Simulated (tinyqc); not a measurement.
Worked calculation: Hubbard chain of 4 sites. One step of it, computed by the program tinyqc.

Task: Mean-field iteration 3. H(up) = T + U n(down), H(down) = T + U n(up); fill the lowest levels; n(new) = n + mixing (n(out) - n); E = tr T (rho up + rho down) + U sum n_up n_down of the output.

one-body matrix (hopping and site energies) (eV), lower triangle:
```
           1          2          3          4
1   0.390000
2  -0.580000  -0.910000
3   0.000000  -0.580000  -0.840000
4   0.000000   0.000000  -0.580000  -0.210000
```

U = 5.100000 eV

electrons, up and down: 2  1

mixing = 1

n(up) after iteration 2: 1 0.047482, 2 0.020766, 3 0.961717, 4 0.970035

n(down) after iteration 2: 1 0.009153, 2 0.952227, 3 0.018629, 4 0.019990

Give: levels, up; levels, down; energy; n(up) after iteration 3; n(down) after iteration 3.

Result:

levels, up (eV): -1.1400  0.2005  0.3611  4.1084

levels, down (eV): -1.0682  0.8259  3.7861  5.0863

energy = -2.2851 eV

n(up) after iteration 3: 1 0.0771, 2 0.0232, 3 0.9519, 4 0.9478

n(down) after iteration 3: 1 0.1030, 2 0.8853, 3 0.0116, 4 0.0001
